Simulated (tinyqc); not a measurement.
# Self-consistent Fermi level with native defects, at growth and after a quench, step by step

A worked calculation. Computed by tinyqc, a small Python program that keeps every step. Command: `OMP_NUM_THREADS=1 python tinyqc.py 3020955 3020956 out.jsonl scfermi walk`. One thread of a shared host (Intel(R) Xeon(R) Processor @ 2.30GHz), about 0.07 s of CPU time with the checks. Intermediate numbers are printed to about 7 digits and carried at full precision; extremes and crossings named in words are read from the listed rows.

Energies are counted from the top of the valence band (VBM); when the gap shrinks with temperature the conduction band moves and the levels stay. The added dopant is taken as fully ionised. D and A draw on one reservoir with opposite signs, as the two vacancies of a compound do.

Inputs (values chosen for the exercise, for a model semiconductor): gap E_g at 300 K = 1.32 eV; slope -dE_g/dT above 300 K = 0.00029 eV/K; electron mass m_e = 0.0719 m_0; valleys M_c = 1; hole mass m_h = 0.637 m_0; E_f of the neutral native donor D = 0.9726 eV; E_f of the neutral native acceptor A = 1.794 eV; shift s of the chemical potential = -0.09 eV; site density N_s = 2.4e+22 cm^-3; dopant density N_X = 4.7e+19 cm^-3; growth temperature T_g = 867 K; temperature of use T = 300 K.

Added shallow dopant: acceptor.

levels of D above the VBM, most positive state first (eV): [0.792]

levels of A above the VBM, (0/-1) first (eV): [0.0854, 0.584]

Constants: m_0 = 9.1093837015e-31 kg; k_B = 1.380649e-23 J/K; h = 6.62607015e-34 J s; k_B = 8.617333262e-05 eV/K.

## Formation energies at E_F = 0

E_f(D, 0) = input + s and E_f(A, 0) = input - s; E_f(q, E_F = 0) follows from the levels, eps(q/q-1) = E_f(q - 1) - E_f(q) at E_F = 0.

E_f(q, E_F = 0) (eV): D(+1) 0.0906, D(0) 0.8826, A(0) 1.8840, A(-1) 1.9694, A(-2) 2.5534

## Bands at growth

E_g(T) = E_g - slope x max(0, T - 300 K). N_c = 2 M_c (2 pi m_e k_B T/h^2)^(3/2) and N_v = 2 (2 pi m_h k_B T/h^2)^(3/2), masses in units of m_0. At growth T = T_g.

E_g(T_g) = 1.15557 eV

N_c(T_g) = 2.376907e+18 cm^-3

N_v(T_g) = 6.267985e+19 cm^-3

k_B T_g = 0.07471228 eV

## Charges across the gap at T_g

n = N_c F_1/2((E_F - E_g)/k_B T), p = N_v F_1/2(-E_F/k_B T). F_1/2(eta) = (2/sqrt(pi)) int_0^infinity sqrt(x)/(1 + exp(x - eta)) dx, by the trapezoid rule in t = sqrt(x) with step 0.02 up to t = 12 (for eta < -12 by exp(eta) - exp(2 eta)/2^(3/2)). In equilibrium c_q = N_s exp(-(E_f(q, 0) + q E_F)/k_B T). Net charge = p - n + sum q c_q - N_X; the log ratio is ln(positive charge/negative charge). Entries near or above N_s lie outside the dilute limit and only show that E_F cannot go there.

Densities (cm^-3):
```
E_F (eV)             n             p   charge on D   charge on A  log ratio
0.058     9.907296e+11  2.505744e+19  3.284092e+21  1.862978e+11    4.25430
0.231     1.003656e+13  2.802138e+18  3.241790e+20  1.917420e+12    1.93975
0.404     1.016739e+14  2.805640e+17  3.200033e+19  2.251670e+13   -0.37567
0.578     1.043739e+15  2.736584e+16  3.116815e+18  5.576165e+14   -2.70463
0.751     1.055864e+16  2.701710e+15  3.076667e+17  3.910148e+16   -5.02120
0.924     1.054658e+17  2.666946e+14  3.037037e+16  3.829247e+18   -7.41609
1.098     9.550215e+17  2.597595e+13  2.958058e+15  4.017321e+20  -11.92303
```

## Equilibrium at growth

E_F is the root of the log ratio, by 50 bisections between -0.5 eV and E_g + 0.5 eV.

E_F at growth = 0.3759321 eV

n at growth = 6.983221e+13 cm^-3

p at growth = 4.082020e+17 cm^-3

Defects at growth:
```
state  E_f (eV)     c (cm^-3)
D(+1)  0.466532  4.659188e+19
D(0)   0.882600  1.777264e+17
A(0)   1.884000  2.683619e+11
A(-1)  1.593468  1.310849e+13
A(-2)  1.801536  8.092378e+11
```

total D = 4.676961e+19 cm^-3

total A = 1.418609e+13 cm^-3

The largest part of the positive charge comes from charged D (99 %) and that of the negative charge from the dopant (100 %). Caution: above about 2e19 cm^-3 defects interact, pair and form bands, which the dilute model leaves out.

## After the quench to T

After a quench the totals of D and A stay as grown, and each is shared among its charge states with weights exp(-(E_f(q, 0) + q E_F)/k_B T).

E_F after the quench = 0.1036073 eV

n after the quench = 0.001778962 cm^-3

p after the quench = 2.304006e+17 cm^-3

Frozen defects:
```
state     c (cm^-3)  share of its total
D(+1)  4.676961e+19        1.000000e+00
D(0)   1.274896e+08        2.725906e-12
A(0)   4.693641e+12        3.308622e-01
A(-1)  9.492451e+12        6.691378e-01
A(-2)  8.074870e+04        5.692103e-09
```

The material is p-type with 2.30e17 carriers per cm^3. Carriers of the sign that the dopant should give amount to 0.49 % of its density. E_F lies within 0.70 k_B T of the level of A at 0.0854 eV.

## Slow cooling against a quench

Each E_F by bisection; full equilibrium lets the defects form and vanish at every T.

Two histories (densities in cm^-3):
```
T (K)  E_F, equilibrium (eV)             n             p   all defects  E_F, frozen (eV)     n, frozen     p, frozen
750                0.3129587  2.463069e+12  3.967288e+17  4.663142e+19         0.3374912  3.600213e+12  2.716581e+17
640                0.2537711  3.618356e+10  3.976253e+17  4.660507e+19         0.2828602  6.131659e+10  2.349824e+17
530                0.1946048  9.733043e+07  4.205885e+17  4.657951e+19         0.2221580  1.779313e+08  2.305830e+17
410                0.1300969  4.506306e+03  5.084831e+17  4.649152e+19         0.1582351  9.993098e+03  2.304044e+17
300                0.0710477  5.048816e-04  7.991411e+17  4.620086e+19         0.1036073  1.778962e-03  2.304006e+17
```

At 300 K equilibrium would leave 4.62e19 defects per cm^3 against 4.68e19 frozen in, and E_F differs by +0.033 eV. The majority density of the quenched sample is 0.29 times the equilibrium one. Real samples lie between, set by the temperature at which diffusion stops.

Checks made by the program: neutrality at growth (relative difference below 1e-10).
